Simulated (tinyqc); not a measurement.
Time-dependent dielectric breakdown: cell percolation, Weibull statistics, area scaling and voltage extrapolation. Changing the test area A. Computed by tinyqc, a small Python program. Command: `OMP_NUM_THREADS=1 python tinyqc.py 3026144 3026145 out.jsonl tddb sweep`. One thread of a shared host (Intel(R) Xeon(R) Processor @ 2.30GHz), about 0.01 s of CPU time with the checks.

The oxide is divided into columns of area a^2, each holding m = t_ox/a cells (m is taken as continuous). A share lambda(t) = (t/t_1)^alpha of the cells is defective, and a column whose cells are all defective breaks down.

Inputs (values chosen for the exercise, for a model gate oxide): oxide thickness t_ox = 4.9 nm; defect cell size a = 0.98 nm; exponent alpha of defect growth = 0.3; time t_1 at which the occupied share would reach 1 = 3e+08 s.

Method. Failure fraction F = 1 - (1 - lambda^m)^N with N = A/a^2 columns, which for small lambda^m is 1 - exp(-(t/t63)^beta) with beta = alpha m and t63 = t_1 N^(-1/beta); critical share lambda(t63) = N^(-1/m). 1 um^2 = 1e6 nm^2.

One run for each value:
```
test area A (um^2)  characteristic life t63 (s)  critical share of defective cells
0.001                                2.9203e+06                            0.24917
0.01                                 6.2915e+05                            0.15721
0.1                                  1.3555e+05                            0.09920
1                                    2.9203e+04                            0.06259
10                                   6.2915e+03                            0.03949
100                                  1.3555e+03                            0.02492
1000                                 2.9203e+02                            0.01572
10000                                6.2915e+01                            0.00992
100000                               1.3555e+01                            0.00626
```

Over the rows, characteristic life t63 (s) falls from 2.92e6 to 13.6 (exponent d ln y / d ln x about -0.67 throughout); critical share of defective cells falls from 0.249 to 0.00626 (exponent d ln y / d ln x about -0.20 throughout). The exponent of t63 is -1/beta = -0.667, which is how area scaling measures beta.

Caution (all rows): t_1 is an input here; in a real oxide it changes with thickness at fixed voltage.
